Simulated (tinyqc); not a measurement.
# CMOS inverter, nodal equation and switching: what changes with what

An n-channel pull-down (bn, VTn) and a p-channel pull-up (bp, VTp) share the input Vin and the output node Vout, which carries the load C. Transistor (EKV form, voltages against the body): I = 2 n b Vt^2 [F(vp - Vs) - F(vp - Vd)] from drain to source, F(v) = ln^2(1 + exp(v/(2 Vt))), vp = (Vg - VT + sg |Vd - Vs|)/n. n-channel bodies are at 0; for the p-channel device all voltages are counted down from Vdd. b in uA/V^2 gives I in uA. Static: In = Ip. Transient: C dVout/dt = Ip - In. No velocity saturation, no gate capacitance beyond C.

Inputs (values chosen for the exercise): temperature T = 350 K; supply voltage Vdd = 0.75 V; slope factor n = 1.42; drain-induced barrier lowering sg = 0.053; n-channel threshold VTn = 0.43 V; p-channel threshold (magnitude) VTp = 0.37 V; gain factor of the pull-down transistor bn = 340 uA/V^2; gain factor of the pull-up transistor bp = 170 uA/V^2; load capacitance C = 3.9 fF.

Constants: q = 1.602176634e-19 C, kB = 1.380649e-23 J/K, Vt = kB T/q. Results are converted to the units shown.

Each table varies one quantity; the others keep the values above.

## Energy per operation against supply voltage

For a step input the delay to Vdd/2 is tHL = C times the integral of dV/(In - Ip) from Vdd/2 to Vdd at Vin = Vdd, and tLH likewise with Ip - In from 0 to Vdd/2 at Vin = 0. A chain of 50 such gates sets the cycle time tc = 50 (tHL + tLH)/2; per gate and cycle the switching energy is 0.1 C Vdd^2 and the leakage energy Vdd Ileak tc, Ileak the mean supply current at Vin = 0 and Vdd.

Energy per operation against supply voltage:
```
Vdd (V)	tc (ns)	switching (aJ)	leakage (aJ)	total (aJ)
0.15	8398	8.775	86.12	94.89
0.2	3331	15.60	48.79	64.39
0.25	1315	24.38	25.64	50.02
0.3	529.6	35.10	13.19	48.29
0.35	224.8	47.77	6.944	54.72
0.4	103.8	62.40	3.896	66.30
0.5	30.50	97.50	1.618	99.12
0.6	13.32	140.4	0.9587	141.4
0.8	5.064	249.6	0.6213	250.2
1	2.912	390.0	0.5708	390.6
```

The total energy goes from 94.9 through a minimum of 48.3 (at Vdd = 0.3 V among the rows listed) to 391 aJ, while the cycle time falls from 8400 to 2.91 ns. Leakage makes up 91 % of the total in the first row and 0.15 % in the last. Below threshold the cycle lengthens exponentially and leakage flows for all of it, hence the minimum. At Vdd = 1 V the overdrive passes 0.5 V, where velocity saturation, left out here, would lengthen the delays of short devices. For Vdd = 0.15 to 0.4 V the supply is below a threshold, where mismatch, left out here, dominates margins and delay.

## Effect of the supply voltage

Same model as above.

VM solves In = Ip with Vin = Vout; VIL and VIH are the inputs of gain -1, NML = VIL - Vout(VIH), NMH = Vout(VIL) - VIH.

Effect of the supply voltage:
```
Vdd (V)	VM (V)	gain at VM	NML (V)	NMH (V)	tHL (ps)	tLH (ps)
0.2	0.1134	-8.691	0.07498	0.04512	8.746e4	4.577e4
0.3	0.1638	-15.40	0.1216	0.09214	1.325e4	7932
0.4	0.2136	-18.04	0.1678	0.1390	2359	1792
0.5	0.2630	-18.68	0.2130	0.1854	610.5	609.4
0.6	0.3120	-18.82	0.2567	0.2313	239.0	293.6
0.8	0.4078	-18.86	0.3362	0.3200	80.46	122.1
1	0.4994	-18.87	0.4003	0.4042	43.82	72.66
1.2	0.5870	-18.87	0.4486	0.4860	29.25	50.78
```

As Vdd goes from 0.2 to 1.2 V, VM rises from 0.113 to 0.587 V, the size of the gain rises from 8.69 to 18.9, tHL falls from 87500 to 29.2 ps and tLH falls from 45800 to 50.8 ps. The smaller margin is largest, 0.449 V, at Vdd = 1.2 V among the rows. For Vdd = 1 to 1.2 V the overdrive passes 0.5 V, where velocity saturation, left out here, would lengthen the delays of short devices. For Vdd = 0.2 to 0.4 V the supply is below a threshold, where mismatch, left out here, dominates margins and delay.

## Effect of the drain-induced barrier lowering

Same model as above.

Result of one run:
```
sg	VM (V)	gain at VM	NML (V)	NMH (V)	tHL (ps)	tLH (ps)
0.07	0.3837	-14.28	0.3105	0.2918	94.04	138.7
```

What becomes of these results when the drain-induced barrier lowering sg is changed from 0.07 to 0.13, all else the same?

Result of the changed run:
```
sg	VM (V)	gain at VM	NML (V)	NMH (V)	tHL (ps)	tLH (ps)
0.13	0.3821	-7.691	0.2855	0.2692	79.00	119.1
```

The whole series:
```
sg	VM (V)	gain at VM	NML (V)	NMH (V)	tHL (ps)	tLH (ps)
0.01	0.3854	-99.85	0.3353	0.3144	113.9	163.5
0.04	0.3845	-24.99	0.3229	0.3031	103.3	150.3
0.07	0.3837	-14.28	0.3105	0.2918	94.04	138.7
0.1	0.3829	-9.998	0.2980	0.2805	86.02	128.3
0.13	0.3821	-7.691	0.2855	0.2692	79.00	119.1
0.16	0.3813	-6.249	0.2728	0.2579	72.81	110.9
0.19	0.3805	-5.262	0.2602	0.2467	67.32	103.5
0.22	0.3797	-4.545	0.2474	0.2355	62.44	96.88
```

As sg goes from 0.01 to 0.22, VM falls from 0.385 to 0.380 V, the size of the gain falls from 99.8 to 4.54, tHL falls from 114 to 62.4 ps and tLH falls from 164 to 96.9 ps. The smaller margin is largest, 0.314 V, at sg = 0.01 among the rows. Barrier lowering gives both transistors an output conductance, which caps the gain.

Computed by the program tinyqc: `OMP_NUM_THREADS=1 python tinyqc.py 2340043 2340044 out.jsonl`, one thread of a shared Intel Xeon 2.30GHz, about 0.03 s for the whole run.
